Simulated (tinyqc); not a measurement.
# Film and buried-oxide thickness from two coupling ratios

Problem. In a depleted film -dVT/dVb is k1 = Cs Cbox/(Cox (Cs + Cbox)) for a front channel and k2 = Cbox (Cox + Cs)/(Cox Cs) for a back channel, with Cox = eps0 eox/tox, Cs = eps0 eps_r/ts, Cbox = 3.9 eps0/tb. Find ts and tb.

Values chosen for this exercise; band and dielectric values close to those of silicon:
- eps_r = 11.6 (relative permittivity)
- eox = 25.7 (relative permittivity of the gate insulator (close to zirconium oxide))
- tox = 3 nm (insulator thickness)

coupling ratios for a front and a back channel: [0.014516036, 0.13633292]

Answer. With y = Cox/Cs and z = Cox/Cbox, 1/k1 = y + z and k2 = (1 + y)/z, so y = (k2/k1 - 1)/(1 + k2); the thicknesses follow from y and z.

ts = 10.00 nm
tb = 28.00 nm

tinyqc, about 0.4 s, one thread, Intel Xeon 2.30GHz (shared host): `OMP_NUM_THREADS=1 python tinyqc.py 2190034 2190035 out.jsonl`
